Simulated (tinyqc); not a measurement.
# Long-channel MOSFET, surface-potential model, step by step

Program tinyqc, `OMP_NUM_THREADS=1 python tinyqc.py 2360173 2360174 out.jsonl`; Intel Xeon 2.30GHz, shared host, one thread, about 0.06 s. Printed values are rounded.

n-channel transistor on a uniformly doped p-type body, gradual-channel approximation, constant mobility, Boltzmann statistics, full ionisation. Potentials are counted from the neutral body; V is the electron quasi-Fermi potential, Vsb at the source and Vsb + Vds at the drain. Charges are magnitudes per area.

Inputs (values chosen for the exercise); material values close to those of silicon:
- T = 250 K (temperature)
- Eg = 1.13 eV (band gap)
- eps_r = 11.9 (relative permittivity of the semiconductor)
- Nc = 2.12e19 cm^-3 (conduction-band density of states at T)
- Nv = 2.05e19 cm^-3 (valence-band density of states at T)
- Na = 3.6e16 cm^-3 (acceptor density of the body)
- eox = 24.8 (relative permittivity of the gate insulator)
- tox = 76 nm (insulator thickness)
- Vfb = -0.65 V (flat-band voltage)
- mu = 500 cm^2/(V s) (channel mobility)
- W = 2 um (gate width)
- L = 2 um (gate length)
- Vsb = 0 V (source-body reverse bias)
- Vgs = 0.42 V (gate-source voltage)
- Vds = 1.2 V (drain-source voltage)

Constants: q = 1.602176634e-19 C, kB = 1.380649e-23 J/K, Vt = kB T/q, eps0 = 8.8541878128e-14 F/cm where lengths are in cm. Results are converted to the units shown.

## Body potential, insulator capacitance and body factor

ni = sqrt(Nc Nv) exp(-Eg/(2 Vt)), Eg in volts; phiF = Vt ln(Na/ni); Cox = eps0 eox/tox; gamma = sqrt(2 q eps0 eps_r Na)/Cox. VT = Vfb + 2 phiF + gamma sqrt(2 phiF + Vsb), m = 1 + gamma/(2 sqrt(2 phiF + Vsb)).

ni = 8.49466e7 cm^-3
phiF = 0.427953 V
Cox = 0.288926 uF/cm^2
gamma = 0.381577 V^0.5
VT = 0.558923 V
m = 1.20622

## Iteration 1: surface potential at the source by Newton steps

psi at the start (the root without inversion charge) = 0.745363 V

With V = Vsb: G = psi - Vt + Vt e, e = exp((psi - 2 phiF - Vsb)/Vt); f = Vgs + Vsb - Vfb - psi - gamma sqrt(G); f' = -1 - gamma (1 + e)/(2 sqrt(G)); psi(new) = psi - f/f'.

G = 0.723947 V
f = -2.82830e-5 V
f' = -1.22556
psi after iteration 1 = 0.745340 V

## Course of the iteration: surface potential at the source by Newton steps

Stop when psi changes by less than 1e-10 V, or after 40 iterations.

Course of the iteration:
```
iteration,psi (V),|change| (V)
1,0.745340,2.31e-5
2,0.745340,2.07e-11
```

Converged in 2 iterations. The change falls from 2.3e-5 in the first iteration to below the tolerance in the last.

## Charges and current of the charge-sheet model

psi_0 = 0.745340 V
psi_L = 0.745363 V

psi_0 and psi_L solve Vgs + Vsb - Vfb - psi = gamma sqrt(G) at V = Vsb and Vsb + Vds. Qi = Cox gamma [sqrt(G) - sqrt(psi - Vt)], G = psi - Vt + Vt exp((psi - 2 phiF - V)/Vt), at both ends. With U = Vgs + Vsb - Vfb: drift = mu (W/L) Cox [U (psi_L - psi_0) - (psi_L^2 - psi_0^2)/2 - (2/3) gamma ((psi_L - Vt)^1.5 - (psi_0 - Vt)^1.5)]; diffusion = mu (W/L) Vt (Qi0 - QiL).

Qi0 = 0.00823955 nC/cm^2
QiL = 5.31435e-27 nC/cm^2
drift current = 4.79831e-8 uA
diffusion current = 8.87537e-5 uA
drain current = 8.88017e-5 uA

Drift carries 0.0540 % of the current. The drain end is pinched off: its charge is under 1 % of that at the source.

## Inversion charge along the channel

```
point,V (V)
0,0
1,0.2
2,0.4
3,0.6
4,0.8
5,1
6,1.2
```

The surface potential psi at channel potential V solves Vgs + Vsb - Vfb - psi = gamma sqrt(G), G = psi - Vt + Vt exp((psi - 2 phiF - V)/Vt). Charge sheet: Qi = Cox gamma [sqrt(G) - sqrt(psi - Vt)]. Pao-Sah: Qi = (Cox gamma/2) integral from 3 Vt to psi of exp((u - 2 phiF - V)/Vt)/sqrt(G(u, V)) du.

```
point,psi (V),"Qi, charge sheet (nC/cm^2)","Qi, Pao-Sah (nC/cm^2)"
0,0.745340,0.00823955,0.00836810
1,0.745363,7.66589e-7,7.78549e-7
2,0.745363,7.12427e-11,7.23542e-11
3,0.745363,6.62091e-15,6.72421e-15
4,0.745363,6.15312e-19,6.24912e-19
5,0.745363,5.71838e-23,5.80759e-23
6,0.745363,5.31435e-27,5.39726e-27
```

At the source the charge-sheet charge is 1.5 % below the Pao-Sah one.

## Pao-Sah current by Simpson's rule

I = mu (W/L) integral of Qi dV; Simpson's rule on the 7 points, step Vds/6, weights 1, 4, 2, ..., 4, 1 times step/3.

Pao-Sah current = 2.79041e-4 uA

Gauss-Legendre quadrature on many points gives 9.019e-5 uA, so this value is 3.09 times it; the charge-sheet current, 8.880e-5 uA, is 1.5 % below it.
